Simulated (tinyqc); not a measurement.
Plane-wave Kohn-Sham cycle with exchange-only LDA in a layered model solid, step by step. One step of it, computed by the program tinyqc.

Question. Iteration 2: potential. V_H(G) = 4 pi rho(G)/G^2 for G != 0 (uniform background); v_x = -(3 rho/pi)^(1/3); V = V_ext + V_H + v_x; Fourier components f(G_m) = (1/N) sum_j f(x_j) exp(-i G_m x_j).

A solid whose potential varies along x alone (atomic units):
```
parameter,value
period a,17.500000
cross-section of the cell,36.000000
electrons per cell,2
grid points,16
"plane waves -n..n, n",3
k points,4
V1 in V1 cos(2 pi x/a),-0.580000
V2 in V2 cos(4 pi x/a),-0.290000
```

density after iteration 1 (e/bohr^3): 0.00759190  0.00594021  0.00333908  0.00231277  0.00222318  0.00222290  0.00222688  0.00222254  0.00222665  0.00222254  0.00222688  0.00222290  0.00222318  0.00231277  0.00333908  0.00594021

Give: Potentials on the grid; V(G_m), m = 0, 1, 2, ....

Answer.

Potentials on the grid (hartree):
```
x,V_ext,V_H,v_x,V
0.0000,-0.8700,0.2129,-0.1935,-0.8507
1.0938,-0.7409,0.1819,-0.1783,-0.7373
2.1875,-0.4101,0.1106,-0.1472,-0.4467
3.2812,-0.0169,0.0345,-0.1302,-0.1126
4.3750,0.2900,-0.0297,-0.1285,0.1318
5.4688,0.4270,-0.0797,-0.1285,0.2188
6.5625,0.4101,-0.1154,-0.1286,0.1662
7.6562,0.3308,-0.1368,-0.1285,0.0655
8.7500,0.2900,-0.1439,-0.1286,0.0175
9.8438,0.3308,-0.1368,-0.1285,0.0655
10.9375,0.4101,-0.1154,-0.1286,0.1662
12.0312,0.4270,-0.0797,-0.1285,0.2188
13.1250,0.2900,-0.0297,-0.1285,0.1318
14.2188,-0.0169,0.0345,-0.1302,-0.1126
15.3125,-0.4101,0.1106,-0.1472,-0.4467
16.4062,-0.7409,0.1819,-0.1783,-0.7373
```

V(G_m), m = 0, 1, 2, ... (hartree): -0.1414  -0.2170  -0.1373  -0.0002  -0.0005  0.0000  0.0002
